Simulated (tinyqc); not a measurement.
From one set of inputs to another, one input at a time: space-charge-limited current through a thin insulating or semi-insulating film with traps. Computed by tinyqc, a small Python program. Command: `OMP_NUM_THREADS=1 python tinyqc.py 3005232 3005233 out.jsonl sclc ladder`. One thread of a shared host (Intel(R) Xeon(R) Processor @ 2.30GHz), about 0.01 s of CPU time with the checks.

One ohmic injecting contact at x = 0 (field zero), drift only, non-degenerate free carriers.

The inputs printed are set A. Set A is modelled on Si3N4; the values taken over come from a set modelled on an amorphous oxide semiconductor. Inputs not listed in the table keep their values of set A, so the rows need not describe a real material.

Inputs (values chosen for the exercise, modelled on Si3N4): permittivity eps = 7.5; band mobility mu = 0.091 cm^2/(V s); effective density of states N_c = 9.4e+19 1/cm^3; trap density N_t = 3.9e+15 1/cm^3; equilibrium Fermi level below the band edge, E_0 = 0.77 eV; thickness d = 690 nm; free density at the anode, in units of N_c = 5e-05; temperature T = 300 K; trap level E_t below the band edge = 0.26 eV.

Traps: single level.

Constants: k_B = 8.617333262e-05 eV/K; e = 1.602176634e-19 C; eps_0 = 8.8541878128e-12 F/m.

Method:
- Free density n_0 = N_c exp(-E_0/k_B T) in equilibrium; trapped density n_t(n) = N_t/(1 + n_1/n), n_1 = N_c exp(-E_t/k_B T).
- theta = n/(n + n_t) at the anode density; trap-filled-limit voltage V_TFL = e (N_t - n_t(n_0)) d^2/(2 eps eps_0).
- J = e mu n F and (eps eps_0/e) dF/dx = n - n_0 + n_t(n) - n_t(n_0) = rho(n). With F = J/(e mu n): d = (eps eps_0 J/(e^2 mu)) I_1 and V = (eps eps_0 J^2/(e^3 mu^2)) I_2, I_k = int_(n_L)^infinity dn/(n^(k+1) rho(n)), n_L the density at the anode; with u = n_L/n, 200 Gauss-Legendre points in t, u = 1 - (1 - t)^2.
- Anode field J/(e mu n_L); Mott-Gurney current (9/8) eps eps_0 mu V^2/d^3; ohmic current e n_0 mu V/d.

Each row keeps all changes above it:
```
input moved                                    from       to  current density J (A/cm^2)       theta  V_TFL (V)
set A                                             -        -                  1.4305e+01  6.9121e-01      2.240
trap level E_t below the band edge (eV)        0.26     0.47                  1.6364e+01  5.4657e-01      2.240
band mobility mu (cm^2/(V s))                 0.091      8.2                  1.4746e+03  5.4657e-01      2.240
thickness d (nm)                                690     1800                  3.8467e+03  5.4657e-01     15.243
permittivity eps                                7.5       10                  2.8850e+03  5.4657e-01     11.432
trap density N_t (1/cm^3)                   3.9e+15    1e+16                  4.3335e+03  3.1978e-01     29.314
free density at the anode, in units of N_c    5e-05  2.1e-08                  6.4937e-01  3.1683e-04     29.314
```

Where does the difference come from?

Current density J goes from 14.3 to 0.649, a factor 0.0454 in all. The largest single move comes from free density at the anode, in units of N_c (a factor 1.50e-4), and band mobility mu works against it (a factor 90.1). Theta goes from 0.691 to 3.17e-4, a factor 4.58e-4 in all. The largest single move comes from free density at the anode, in units of N_c (a factor 9.91e-4). V_TFL goes from 2.24 to 29.3, a factor 13.1 in all. The largest single move comes from thickness d (a factor 6.81), and permittivity eps works against it (a factor 0.750). The single moves hold for this order of the switches; the total does not depend on the order.

Caution (rows thickness d, permittivity eps, trap density N_t): J V exceeds 1e5 W/cm^2, where self-heating, left out here, would matter.

Extremes, crossings and ranges named in words are read from the listed rows.
